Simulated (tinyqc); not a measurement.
Coupled-perturbed Hartree-Fock on RHF in the sto-6g basis, for H3+, spin multiplicity 1, step by step. One step of it, computed by the program tinyqc.

Question. Iteration 3 (converged): orbitals. Diagonalise F' = X^T F X, C = X C', fill 1 alpha and 1 beta electrons from the bottom; D = 2 C_occ C_occ^T. Each column has its largest component positive (the first on a tie).

converged F (hartree):
```
,1H 1s,2H 1s,3H 1s
1H 1s,-0.634050,-0.546838,-0.547037
2H 1s,-0.546838,-0.633911,-0.546774
3H 1s,-0.547037,-0.546774,-0.634017
```

X:
```
,1H 1s,2H 1s,3H 1s
1H 1s,1.095830,-0.170116,-0.170270
2H 1s,-0.170116,1.095737,-0.170067
3H 1s,-0.170270,-0.170067,1.095807
```

Give: F' = X^T F X; orbital energies; coefficients C; D after iteration 3.

Answer.

F' = X^T F X (hartree):
```
,1,2,3
1,-0.422,-0.282,-0.282
2,-0.282,-0.422,-0.282
3,-0.282,-0.282,-0.422
```

orbital energies (hartree): MO1 -0.986, MO2 -0.140, MO3 -0.139

coefficients C:
```
,MO1,MO2,MO3
1H 1s,0.436,-0.409,0.949
2H 1s,0.436,1.027,-0.121
3H 1s,0.436,-0.618,-0.829
```

D after iteration 3:
```
,1H 1s,2H 1s,3H 1s
1H 1s,0.381,0.380,0.381
2H 1s,0.380,0.380,0.380
3H 1s,0.381,0.380,0.381
```
